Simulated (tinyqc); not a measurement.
# Capacitance measurement on a leaky thin oxide: effects of series resistance and leakage: readings against frequency

The device is a capacitance C in parallel with a leakage conductance G, in series with Rs and Ls. An impedance meter reports either a parallel pair (Cp, Gp) from Y = 1/Z = Gp + i w Cp or a series pair (Cs, Rm) from Z = Rm + 1/(i w Cs); w = 2 pi f, dissipation D = Gp/(w |Cp|).

EOT = 3.9 tox/eox; CET = EOT + zc + zp; C = 3.9 eps0 A/CET; G = Jg A/Vs. Z = Rs + i w Ls + 1/(G + i w C); CET read from Cp = 3.9 eps0 A/Cp; errors under 0.001 % are printed as 0.

Parameters, values chosen for the exercise; values of the order met in thin-oxide MOS capacitors: relative permittivity of the gate insulator (close to silicon dioxide) eox = 3.9; insulator thickness tox = 2.9 nm; gate area A = 10000 um^2; oxide-equivalent thickness added by the accumulation layer zc = 0.36 nm; oxide-equivalent thickness added by gate depletion zp = 0 nm; gate leakage current density, not matched to the thickness Jg = 0.0085 A/cm^2; voltage for an e-fold rise of the leakage Vs = 0.43 V; series resistance Rs = 150 ohm; series inductance Ls = 0 nH.

Constants: eps0 = 8.8541878128e-14 F/cm where lengths are in cm. Results are converted to the units shown.

The same in every row: C (pF) = 105.9.

Readings against frequency:

| f (Hz) | Cp (pF) | Cs (pF) | D | error of Cp (%) | error of Cs (%) | CET read from Cp (nm) |
|---|---|---|---|---|---|---|
| 1000 | 105.9 | 1040 | 2.971 | -0.0593 | 882 | 3.262 |
| 3000 | 105.9 | 209.7 | 0.9906 | -0.0593 | 98.0 | 3.262 |
| 10000 | 105.9 | 115.3 | 0.2981 | -0.0594 | 8.82 | 3.262 |
| 30000 | 105.9 | 107.0 | 0.1020 | -0.0602 | 0.980 | 3.262 |
| 1e5 | 105.9 | 106.0 | 0.03969 | -0.0692 | 0.0882 | 3.262 |
| 3e5 | 105.8 | 105.9 | 0.03985 | -0.149 | 9.80e-3 | 3.265 |
| 1e6 | 104.8 | 105.9 | 0.1028 | -1.04 | 0 | 3.294 |
| 3e6 | 97.15 | 105.9 | 0.3005 | -8.28 | 0 | 3.554 |
| 1e7 | 53.04 | 105.9 | 0.9986 | -49.9 | 0 | 6.511 |
| 3e7 | 10.62 | 105.9 | 2.995 | -90.0 | 0 | 32.50 |

D goes from 2.97 through a minimum of 0.0397 (at f = 1e5 Hz among the rows listed) to 3.00; without inductance its minimum lies at f = sqrt(G (1 + G Rs)/Rs)/(2 pi C) = 1.73e5 Hz. The error of Cp goes from -0.0593 to -90.0 % and that of Cs from 882 to 0 %; at low frequency Cp tends to C/(1 + G Rs)^2 and Cs grows as 1 + (G/(w C))^2. One of the two readings is within 2 % of C for f = 1000, 3000, 10000, 30000, 1e5, 3e5, 1e6, 3e6, 1e7, 3e7 Hz. For f = 1000, 3e7 D exceeds 1, where the accuracy of real meters degrades in proportion to sqrt(1 + D^2).

Computed by the program tinyqc: `OMP_NUM_THREADS=1 python tinyqc.py 2022117 2022118 out.jsonl`, one thread of a shared Intel Xeon 2.30GHz, about 0.01 s for the whole run.
